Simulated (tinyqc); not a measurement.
Recursion (Haydock) method for the local density of states: surface site of a square lattice: sweeps and comparisons. A value that a table varies takes the place of the one given here.

One orbital a site at energy 0, hopping -t to the 4 nearest neighbours of a square lattice; the start u0 is a site in the outermost layer of a half crystal, with energy V. Recursion: a_n = <u_n|H|u_n>, b_(n+1) u_(n+1) = (H - a_n) u_n - b_n u_(n-1), b > 0. G(z) = 1/(z - a0 - b1^2/(z - a1 - b2^2/(...))), z = E + i eta. After n levels the tail is b_n^2 T with the square-root terminator T = (z - sqrt(z - 2b) sqrt(z + 2b))/(2 b^2), b = 2t so that the band edges lie at -/+ 4t.

Reference: the closed form for a chain (bulk 1/sqrt(z^2 - 4t^2), end site (z - sqrt(z^2 - 4t^2))/(2t^2)), averaged over 400 points (j + 1/2) pi/400 in each remaining direction with z shifted by 2t cos k, then G/(1 - V G).

Inputs chosen for the exercise:
- t = 1.06 eV (hopping)
- V = 0 eV (shift of the starting site)
- eta = 0.053 eV (broadening)
- n = 4 (levels kept)
- E = -1.77 eV (energy)

## How many levels, and whether to terminate

Energies as fractions of the half width 4t.

Density (1/eV):
```
fraction  E (eV)  2 levels  4 levels  7 levels  7, no terminator  reference
-1.10     -4.664    0.0018    0.0018    0.0018            0.0018     0.0018
-0.90     -3.816    0.0306    0.0291    0.0309            0.1276     0.0304
-0.60     -2.544    0.1054    0.1044    0.1055            0.0231     0.1055
-0.35     -1.484    0.1593    0.1552    0.1548            0.9915     0.1541
-0.15     -0.636    0.1775    0.1804    0.1793            0.0185     0.1799
0.00       0.000    0.1806    0.1849    0.1881            1.7656     0.1875
0.15       0.636    0.1775    0.1804    0.1793            0.0185     0.1799
0.35       1.484    0.1593    0.1552    0.1548            0.9915     0.1541
0.60       2.544    0.1054    0.1044    0.1055            0.0231     0.1055
0.90       3.816    0.0306    0.0291    0.0309            0.1276     0.0304
1.10       4.664    0.0018    0.0018    0.0018            0.0018     0.0018
```

Largest errors against the reference: 0.0069 (2 levels), 0.0026 (4), 0.0007 (7) and 1.578 without terminator, which leaves seven broadened spikes in place of a band. With seven levels the error is largest at E = -1.48 and 1.48 eV.

## What each setting does

G at z = E + i eta with n levels and terminator. Each row changes one parameter from the base and keeps the others.

Results:
```
case            Re G (1/eV)  density (1/eV)
base                -0.3086          0.1421
t = 1.166 eV        -0.2627          0.1362
V = 0.5 eV          -0.3298          0.1028
n = 5               -0.3001          0.1436
E = -1.56 eV        -0.2815          0.1519
eta = 0.106 eV      -0.3008          0.1401
```

The largest shifts from the base row, up to three for each result and ties (the steps differ in size, so this ranks the rows, not the parameters). Re G (1/eV): t +0.0459, E +0.0271, V -0.0212. density (1/eV): V -0.0393, E +0.0098, t -0.0058.

(tinyqc, `OMP_NUM_THREADS=1 python tinyqc.py 1451068 1451069 out.jsonl`, Intel(R) Xeon(R) Processor @ 2.30GHz, 1 thread, shared host, about 0.01 s.)
